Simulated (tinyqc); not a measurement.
Inside a calculation. Method: RKS/LDA (VWN5) in the 3-21g basis, for H-, spin multiplicity 1. The basis has no diffuse functions, so it cannot describe the extra electron: this is an exercise in the method, not the real anion. One step of it, computed by the program tinyqc.

Problem. Iteration 2: building the Kohn-Sham matrix. J_ij = sum D_kl (ij|kl); F = H + J + V_xc; E = tr D H + tr D J / 2 + E_xc + E_nn.

D after iteration 1:
```
          1H 1s     1H 2s
1H 1s  0.070386  0.325866
1H 2s  0.325866  1.508661
```

core Hamiltonian H = T + V (hartree):
```
           1H 1s      1H 2s
1H 1s  -0.171513  -0.489511
1H 2s  -0.489511  -0.408216
```

Two-electron integrals (ij|kl) in chemists' order, unique and non-zero (hartree):
```
(11|11) 1.140145   (21|11) 0.611403   (21|21) 0.345152   (22|11) 0.626370
(22|21) 0.380329   (22|22) 0.482957
```

nuclear repulsion = 0 hartree

V_xc (hartree):
```
           1H 1s      1H 2s
1H 1s  -0.518097  -0.295824
1H 2s  -0.295824  -0.327626
```

E_xc = sum of w rho eps_xc = -0.55456242 hartree

Give: Coulomb J; Kohn-Sham matrix F; total energy of this density.

Solution.

Coulomb J (hartree):
```
       1H 1s  1H 2s
1H 1s  1.424  0.842
1H 2s  0.842  1.021
```

Kohn-Sham matrix F (hartree):
```
       1H 1s  1H 2s
1H 1s  0.734  0.056
1H 2s  0.056  0.285
```

total energy of this density = -0.40726 hartree
